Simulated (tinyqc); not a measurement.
Band offsets of oxides on a semiconductor by the charge-neutrality-level model: oxides compared.

Each material has a charge-neutrality level at the depth Phi = chi + Eg - CNL below vacuum. For oxide B on semiconductor A, dEc = (chiA - PhiA) - (chiB - PhiB) + S (PhiA - PhiB), dEv = EgB - EgA - dEc, with the pinning factor S = 1/(1 + 0.1 (eps_inf - 1)^2) of the oxide. S = 1 is the affinity rule, S = 0 aligns the two levels.

The same for each oxide, with both limits.

Inputs (values chosen for the exercise); substrate values close to those of In0.53Ga0.47As:
```
symbol  value  unit                                             meaning
EgA      0.72    eV                            gap of the semiconductor
chiA     4.55    eV                               its electron affinity
cA       0.55    eV  its charge-neutrality level above the valence edge
```

Oxides (values chosen for the exercise, close to those of the materials named):
```
	Eg (eV)	chi (eV)	CNL above Ev (eV)	eps_inf
silicon dioxide	8.89	0.92	4.62	2.19
silicon nitride	5.32	2.05	2.61	4.15
aluminium oxide	8.81	1.02	5.53	3.3
hafnium oxide	6.04	2.37	3.61	3.95
zirconium oxide	5.69	2.47	3.63	4.84
titanium oxide	3.19	4	2.22	8
tantalum oxide	4.47	3.31	3.3	4.7
```

Offsets:
```
	S	dEc (eV)	dEv (eV)	dEc, S = 1 (eV)	dEc, S = 0 (eV)
silicon dioxide	0.8760	3.688	4.482	3.630	4.100
silicon nitride	0.5019	2.520	2.080	2.500	2.540
aluminium oxide	0.6540	3.385	4.705	3.530	3.110
hafnium oxide	0.5347	2.217	3.103	2.180	2.260
zirconium oxide	0.4041	1.967	3.003	2.080	1.890
titanium oxide	0.1695	0.7576	1.712	0.5500	0.8000
tantalum oxide	0.4221	1.101	2.649	1.240	1.000
```

What does the table show?

Both offsets exceed 1 eV for: silicon dioxide, silicon nitride, aluminium oxide, hafnium oxide, zirconium oxide, tantalum oxide. dEc falls short for: titanium oxide. The choice of S matters most for silicon dioxide, where the limits differ by 0.470 eV.

Range of the model: The model ignores the chemistry of the actual interface, which can move offsets by several tenths of an eV.

tinyqc, about 0.01 s, one thread, Intel Xeon 2.30GHz (shared host): `OMP_NUM_THREADS=1 python tinyqc.py 2410018 2410019 out.jsonl`
